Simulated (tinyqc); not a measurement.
Bond-orbital model of a tetrahedral semiconductor (Harrison's universal couplings): one step. Bond and antibond. The numbers come from values chosen for the exercise (near tabulated values for SiC; the model gives trends, and its gaps can be far from the real ones).

Hybrid level eh = (es + 3 ep)/4; metallic energy V1 = (ep - es)/4 for each atom; covalent energy V2 = 3.22 hbar^2/(m d^2); polar energy V3 = (ehc - eha)/2; hbar^2/m = 2c, c = hbar^2/2m0. Polarity ap = V3/sqrt(V2^2 + V3^2), covalency ac = V2/sqrt(V2^2 + V3^2). p-p coupling at Gamma Exx = (4/3)(2.22 - 2 x 0.63) hbar^2/(m d^2) = 1.28 hbar^2/(m d^2), s-s coupling Ess = 4 x 1.32 hbar^2/(m d^2).

hybrid levels (eV): cation -9.427500, anion -13.155000

V2, V3 (eV): 7.016582  1.863750

Question. The 2 x 2 problem [[ehc, -V2], [-V2, eha]] gives (ehc + eha)/2 -/+ sqrt(V2^2 + V3^2); ap = V3/sqrt(V2^2 + V3^2), ac = V2/sqrt(V2^2 + V3^2); the bond has weight (1 + ap)/2 on the anion.

Give: levels; ap; ac; weight on the anion.

Answer.

levels (eV): bond -18.5511, antibond -4.0314

ap = 0.2567
ac = 0.9665
weight on the anion = 0.6284

(tinyqc, `OMP_NUM_THREADS=1 python tinyqc.py 1450664 1450665 out.jsonl`, Intel(R) Xeon(R) Processor @ 2.30GHz, 1 thread, shared host, about 0.01 s.)
